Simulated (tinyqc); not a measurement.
# Inputs raised by 10 %, one at a time

Model: single-band model of a thermoelectric material. Computed by tinyqc, a small Python program. Command: `OMP_NUM_THREADS=1 python tinyqc.py 3029599 3029600 out.jsonl thermo sens`. One thread of a shared host (Intel(R) Xeon(R) Processor @ 2.30GHz), about 0.02 s of CPU time with the checks.

One spherical band, one scattering law, no minority carriers and no phonon drag. In a real material minority carriers limit |S| to about E_g/(2 e T), so larger values are formal. eta = E_F/(k_B T) is counted from the band edge; f = 1/(1 + exp(x - eta)).

Inputs (values chosen for the exercise, modelled on n-type PbTe):

| quantity | value | unit |
|---|---|---|
| density-of-states mass m | 0.25 | m_0 |
| non-parabolicity alpha | 2.8 | 1/eV |
| mobility parameter mu_300 | 1600 | cm^2/(V s) |
| temperature exponent p | 2.5 | - |
| lattice thermal conductivity kappa_L | 0.99 | W/(m K) |
| carrier density n | 8.5e+17 | 1/cm^3 |
| temperature T | 580 | K |

Band: Kane. Scattering: acoustic phonons, r = -0.5.

Constants: m_0 = 9.1093837015e-31 kg; k_B = 1.380649e-23 J/K; hbar = 1.054571817e-34 J s; k_B = 8.617333262e-05 eV/K; e = 1.602176634e-19 C.

Method:
- With x = E/(k_B T), a = alpha k_B T (0 for a parabolic band), G = x (1 + a x), D = 1 + 2 a x and <y> = int y f (1 - f) dx, f = 1/(1 + exp(x - eta)): tau = tau_0 G^r/D; transport function s = G^(3/2 + r)/D^2; n = N_0 <G^(3/2)> with N_0 = (2 m k_B T)^(3/2)/(3 pi^2 hbar^3).
- Integrals over x = E/(k_B T) use 160 Gauss-Legendre points in u = sqrt(x) from 0 to sqrt(max(eta, 0) + 32).
- Solve for eta.
- sigma = e mu_0 N_0 <s> with mu_0 = e tau_0/m = mu_300 (T/300 K)^(-p); |S| = (k_B/e)(<x s>/<s> - eta); Lorenz number L = (k_B/e)^2 (<x^2 s>/<s> - (<x s>/<s>)^2); kappa_e = L sigma T; zT = S^2 sigma T/(kappa_L + kappa_e).
- Hall factor r_H = <G^(3/2)> <G^(3/2 + 2r)/D^4>/<s>^2; drift mobility sigma/(n e) with n = N_0 <G^(3/2)>; power factor S^2 sigma.

Runs:

| input moved | from | to | Seebeck coefficient \|S\| (microvolt/K) | conductivity sigma (S/cm) | zT | Lorenz number L (1e-8 V^2/K^2) |
|---|---|---|---|---|---|---|
| base run | - | - | 377.09 | 11.264 | 0.09318 | 1.0603 |
| density-of-states mass m (m_0) | 0.25 | 0.275 | 389.28 | 11.295 | 0.09958 | 1.0585 |
| mobility parameter mu_300 (cm^2/(V s)) | 1600 | 1760 | 377.09 | 12.390 | 0.10243 | 1.0603 |
| lattice thermal conductivity kappa_L (W/(m K)) | 0.99 | 1.089 | 377.09 | 11.264 | 0.08476 | 1.0603 |
| carrier density n (1/cm^3) | 8.5e+17 | 9.35e+17 | 368.97 | 12.364 | 0.09786 | 1.0617 |
| temperature T (K) | 580 | 638 | 391.03 | 8.234 | 0.08069 | 1.0422 |
| non-parabolicity alpha (1/eV) | 2.8 | 3.08 | 378.84 | 10.420 | 0.08706 | 1.0439 |
| temperature exponent p | 2.5 | 2.75 | 377.09 | 9.552 | 0.07911 | 1.0603 |

Exponents ln(y'/y) / ln(x'/x):

| input | Seebeck coefficient \|S\| | conductivity sigma | zT | Lorenz number L |
|---|---|---|---|---|
| density-of-states mass m | 0.334 | 0.030 | 0.697 | -0.018 |
| mobility parameter mu_300 | 0.000 | 1.000 | 0.993 | 0.000 |
| lattice thermal conductivity kappa_L | 0.000 | 0.000 | -0.993 | 0.000 |
| carrier density n | -0.228 | 0.978 | 0.514 | 0.013 |
| temperature T | 0.381 | -3.287 | -1.509 | -0.181 |
| non-parabolicity alpha | 0.049 | -0.816 | -0.713 | -0.163 |
| temperature exponent p | 0.000 | -1.729 | -1.718 | 0.000 |

Which inputs matter most for each result?

Among the inputs moved here: Seebeck coefficient |S| answers most in size to temperature T (exponent +0.381), next to density-of-states mass m (+0.334); its exponent is below 0.0005 for mobility parameter mu_300, lattice thermal conductivity kappa_L, temperature exponent p. Conductivity sigma answers most in size to temperature T (exponent -3.287), next to temperature exponent p (-1.729); its exponent is below 0.0005 for lattice thermal conductivity kappa_L. Its exponent +1.000 in mobility parameter mu_300: sigma is proportional to tau_0. Its exponent +0.978 in carrier density n: the mobility hardly depends on n here. zT answers most in size to temperature exponent p (exponent -1.718), next to temperature T (-1.509). Its exponent -0.993 in lattice thermal conductivity kappa_L: the lattice carries nearly all the heat. Lorenz number L answers most in size to temperature T (exponent -0.181), next to non-parabolicity alpha (-0.163); its exponent is below 0.0005 for mobility parameter mu_300, lattice thermal conductivity kappa_L, temperature exponent p.
